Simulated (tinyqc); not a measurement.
Sputter depth profiling of a dopant layer: erosion rate, quantification and the mixing-roughness response: one step, computed by the program tinyqc.

A rastered ion beam erodes silicon (49.94 atoms per nm^3). The measured profile is the true one convolved with a depth response.

Problem. Moments. Convolution adds means and variances: the response has mean 0 (shift -w plus exponential mean w) and variance w^2 + sigma^2; a box adds the mean b/2 and the variance b^2/12.

Inputs (values chosen for the exercise, modelled on a dopant in silicon under an oxygen or caesium beam): roughness sigma = 1.2 nm; depth of the top edge z0 = 54 nm; box width b = 2.3 nm.

True profile: box.

mixing length w = 2.308246 nm

depth of the maximum = 54.13836 nm

Give: centroid; standard deviation; maximum minus centroid.

Solution.

centroid = 55.15 nm

standard deviation = 2.6849 nm

maximum minus centroid = -1.0116 nm

The centroid stays at the true position while the maximum lies nearer the surface, so depth is read from the centroid.
